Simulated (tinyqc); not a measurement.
Ion-assisted plasma etching: sheath, surface coverage, synergy and aspect-ratio dependence. Changing the sheath voltage V. Computed by tinyqc, a small Python program. Command: `OMP_NUM_THREADS=1 python tinyqc.py 3004715 3004716 out.jsonl etch sweep`. One thread of a shared host (Intel(R) Xeon(R) Processor @ 2.30GHz), about 0.01 s of CPU time with the checks.

Radicals adsorb on bare sites; ions remove covered sites with a high yield and bare sites by sputtering; a slow spontaneous reaction acts everywhere, walls included.

Inputs (values chosen for the exercise, close to those used for silicon in a halogen plasma):
```
quantity,value,unit
plasma density n_e,1.9e+10,1/cm^3
electron temperature T_e,2.5,eV
ion mass M_i,71,u
radical density n,9.7e+12,1/cm^3
radical mass M_n,35.5,u
gas temperature T_g,500,K
sticking coefficient s,0.29,-
radicals per removed unit x,3,-
yield slope b,0.16,eV^(-1/2)
threshold E_th,24,eV
sputter slope b_p,0.018,eV^(-1/2)
sputter threshold E_p,34,eV
spontaneous reaction probability k_c,0.0019,-
solid density N,5e+22,1/cm^3
ion temperature T_i,0.74,eV
aspect ratio A,35,-
```

Feature: round hole.

Constants: e = 1.602176634e-19 C; u = 1.6605390666e-27 kg; k_B = 1.380649e-23 J/K; eps_0 = 8.8541878128e-12 F/m.

Method:
- Bohm speed u_B = sqrt(e T_e/M_i); ion flux G_i = 0.61 n_e u_B; radical flux G_n = n c/4 with c = sqrt(8 k_B T_g/(pi M_n)).
- Debye length lambda_D = sqrt(eps_0 T_e/(e n_s)) with n_s = 0.61 n_e, T_e in volts; Child-law sheath d = (sqrt2/3) lambda_D (2 V/T_e)^(3/4); ion energy E = V + T_e/2; angular spread = arctan(sqrt(T_i/E)).
- Yields: Y = b (sqrt(E) - sqrt(E_th)) on covered sites, Y_p = b_p (sqrt(E) - sqrt(E_p)) on bare ones (zero below threshold).
- Steady coverage: s G_n (1 - theta) = x Y G_i theta; removal flux = Y G_i theta + Y_p G_i (1 - theta) + k_c G_n; rate = flux/N, 1 cm/s = 6e8 nm/min.
- Lateral rate = k_c G_n/N; anisotropy = 1 - lateral/vertical; synergy = vertical/(ions alone + radicals alone), with ions alone Y_p G_i/N and radicals alone the lateral rate.
- Transmission of a round hole: K = 1/(1 + 3A/4), walls that scatter diffusely without loss. With a loss probability S = s (1 - theta) at the floor, G_b/G_n = K/(K + S - K S); theta follows G_b, and the two are solved together. Ions are taken to reach the floor unshadowed; G_b replaces G_n in every term of the rate; A is depth over diameter.

One run for each value:
```
sheath voltage V (V),vertical rate (nm/min),coverage theta,floor rate over open-field rate,anisotropy,sheath thickness (um)
34,7.16,0.9730,0.9101,0.5785,613
59,13.99,0.9290,0.8427,0.7842,927
100,21.87,0.8788,0.7246,0.8619,1377
170,31.18,0.8206,0.5921,0.9032,2050
300,42.69,0.7504,0.4902,0.9293,3138
510,54.83,0.6789,0.4298,0.9449,4672
870,68.28,0.6034,0.3936,0.9558,6974
1500,83.15,0.5253,0.3753,0.9637,10494
```

Over the rows, vertical rate (nm/min) rises from 7.16 to 83.2 (exponent d ln y / d ln x 1.2 between the first rows and 0.36 between the last); coverage theta falls from 0.973 to 0.525 (exponent d ln y / d ln x -0.084 between the first rows and -0.25 between the last); floor rate over open-field rate falls from 0.910 to 0.375 (exponent d ln y / d ln x -0.14 between the first rows and -0.087 between the last). The exponent of sheath thickness stays at 0.75: the Child law. More energetic ions clear radicals faster, so the coverage drops and the floor of the feature starves sooner. Left out: 20.0 (the solver found no solution).

Caution (all rows): at this aspect ratio many ions strike the walls, so ion shadowing, left out here, adds to the lag. Caution (rows 170, 300, 510, 870, 1500): a sheath of several millimetres is collisional at usual pressures, which lowers the ion energy and widens the angles.
